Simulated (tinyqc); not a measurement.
Classical Heisenberg spin chain: exact results, Metropolis, heat-bath and over-relaxation steps, and a Monte Carlo run: one step, computed by the program tinyqc. Command: `OMP_NUM_THREADS=1 python tinyqc.py 3130403 3130404 out.jsonl heismc walk`. One thread of a shared host (Intel(R) Xeon(R) Processor @ 2.30GHz), about 0.2 s of CPU time with the checks.

E = -J sum_i s_i . s_(i+1) for unit vectors s_i on an open chain; K = J/(k_B T).

Task: Exact results. Each bond angle is independent, so u = <s_i . s_(i+1)> = coth K - 1/K, <s_i . s_(i+n)> = u^n, correlation length xi = -1/ln|u|, energy per bond -J u, heat capacity per bond c/k_B = 1 - K^2/sinh^2 K, and for the long chain chi = mu^2 (1 + u)/(3 k_B T (1 - u)) per spin.

Inputs (values chosen for the exercise, for a model chain of large moments): coupling J = 17 meV; temperature T = 335 K; moment mu = 5.3 mu_B.

Constants: k_B = 8.617333262e-05 eV/K; mu_B = 5.7883818060e-05 eV/T.

Give: K; u; xi; energy per bond; heat capacity; chi over the Curie value; chi.

Result:

K = 0.58889

u = 0.19190

xi = 0.60578 sites

energy per bond = -3.2623 meV

heat capacity = 0.10800 k_B/bond

chi over the Curie value = 1.4749

chi = 0.027692 mu_B/T per spin

For |K| << 1, u = K/3 = 0.1963.
